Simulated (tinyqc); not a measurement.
Planar ballistic transistor, top-of-the-barrier model: course of the iteration: self-consistent potential at the barrier top.

At the top of the source barrier, states moving towards the drain are filled by the source (Fermi level 0) and states moving back by the drain (Fermi level -q Vd); nothing scatters. U is the shift of the band edge there, set by the capacitances CG, CD and CS (the total) and by the charge. Parabolic two-dimensional band; the source is grounded.

eta1 = -(E0 + U)/Vt, eta2 = eta1 - Vd/Vt, n = (N0/2)[F_0(eta1) + F_0(eta2)], F_0(x) = ln(1 + exp x). U(out) = UL + q (n - n0)/CS. Newton step: U(new) = U + (U(out) - U)/(1 + CQ/CS), CQ = (q/Vt) dn/d(eta1) with both F' summed; F_0'(x) = 1/(1 + exp(-x)).

Stop when U changes by less than 1e-9 eV, or after 90 iterations.

Values chosen for this exercise; mass and valleys close to those of silicon (two valleys):
- T = 300 K (temperature)
- E0 = 0.31 eV (band edge at the barrier top above the source Fermi level at zero bias)
- Vd = 0.1 V (drain voltage)

Constants: q = 1.602176634e-19 C, kB = 1.380649e-23 J/K, Vt = kB T/q. Results are converted to the units shown.

U at the start (U = UL) = -0.6619 eV
N0 = 4.03890e12 cm^-2
CS = 1.81141 uF/cm^2
n0 = 2.50317e7 cm^-2
UL = -0.6619 eV

Course of the iteration:
```
iteration	U (eV)	|change| (eV)
1	-0.380365	0.282
2	-0.351368	0.0290
3	-0.347890	3.48e-3
4	-0.347839	5.08e-5
5	-0.347839	1.10e-8
6	-0.347839	< 1e-13
```

Did this iteration meet its convergence test, and what does its course show?

Yes. Converged in 6 iterations. At the end the number of correct digits about doubles with each step.

tinyqc, about 0.01 s, one thread, Intel Xeon 2.30GHz (shared host): `OMP_NUM_THREADS=1 python tinyqc.py 2400031 2400032 out.jsonl`
